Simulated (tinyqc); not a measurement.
Anneal temperature: kinetics of strain relaxation and threading dislocations in mismatched semiconductor layers. Computed by tinyqc, a small Python program. Command: `OMP_NUM_THREADS=1 python tinyqc.py 3030999 3031000 out.jsonl threading walk`. One thread of a shared host (Intel(R) Xeon(R) Processor @ 2.30GHz), about 0.01 s of CPU time with the checks.

60-degree dislocations on {111} planes of a (001) layer, isotropic elasticity. The Schmid factor is 1/sqrt(6), and a misfit segment relieves strain with b/2.

Inputs (values chosen for the exercise, modelled on GaAs on Si): misfit f = 0.0385; shear modulus G = 47.2 GPa; Poisson ratio nu = 0.31; Burgers vector b = 4 angstrom; glide activation energy Q = 1.39 eV; velocity prefactor v0 = 9800 m/s per MPa; layer thickness h = 10 nm; anneal temperature T = 563 K; anneal time t = 37 s; initial thread density rho_0 = 1.1e+06 1/cm^2; multiplication constant delta = 5200 1/m.

Sources: multiplication.

Constants: k_B = 8.617333262e-05 eV/K.

Method:
- Excess resolved stress tau = (1/sqrt 6) [2 G (1 + nu)/(1 - nu)] (e - e_eq), e_eq = b (1 - nu/4) [ln(h/b) + 1]/(4 pi (1 + nu) h), the Matthews-Blakeslee strain of an uncapped layer; glide velocity v = v0 tau exp(-Q/(k_B T)), tau in MPa.
- Threads run in two directions, so de/dt = -(b/4) rho v, and they multiply as d rho/dt = delta rho v. With x = e - e_eq, x0 = f - e_eq (fully strained at t = 0) and v = m S x (m the mobility, S x = tau): rho = rho_0 + (4 delta/b)(x0 - x), so dx/dt = -k x (a - x), k = delta m S, a = x0 + b rho_0/(4 delta): a logistic law, x = a/[1 + (a/x0 - 1) exp(k a t)].
- The half time is that at which x = x0/2.

half time = 125.451 s

excess stress tau = 2125.02 MPa

equilibrium strain e_eq = 0.00945675

After the time t:
```
T (K)  first velocity (micrometre/s)  relieved (%)  threads (1/cm^2)  half time (s)
504                       2.6254e-01    3.7730e-02        1.1570e+06     3.5898e+03
523                       8.3975e-01    1.2763e-01        1.2928e+06     1.1223e+03
547                       3.2497e+00    6.3031e-01        2.0519e+06     2.9002e+02
565                       8.3146e+00    2.8177e+00        5.3555e+06     1.1335e+02
588                       2.5400e+01    4.9645e+01        7.6076e+07     3.7106e+01
603                       5.0256e+01    9.9192e+01        1.5090e+08     1.8753e+01
625                       1.2886e+02    1.0000e+02        1.5212e+08     7.3139e+00
660                       5.0642e+02    1.0000e+02        1.5212e+08     1.8611e+00
```

What follows from these numbers?

The half time follows exp(Q/(k_B T)), a decade for each 49 K near 588 K. Relief goes from 2.8 % at 565 K to 99.2 % at 603 K: with multiplication the onset is abrupt, after an incubation in which threads breed, and the final density is set by delta, not by rho_0. Caution: at stresses above about 1 GPa the linear velocity law understates glide, as stress lowers the kink barrier. Caution: at such misfit the layer islands and relaxes during the first nanometres, so a uniform strained start is an idealisation. Caution: rows with more than 50 % relieved leave out blocking by crossing misfit lines, which slows real layers.

Extremes, crossings and ranges named in words are read from the listed rows.
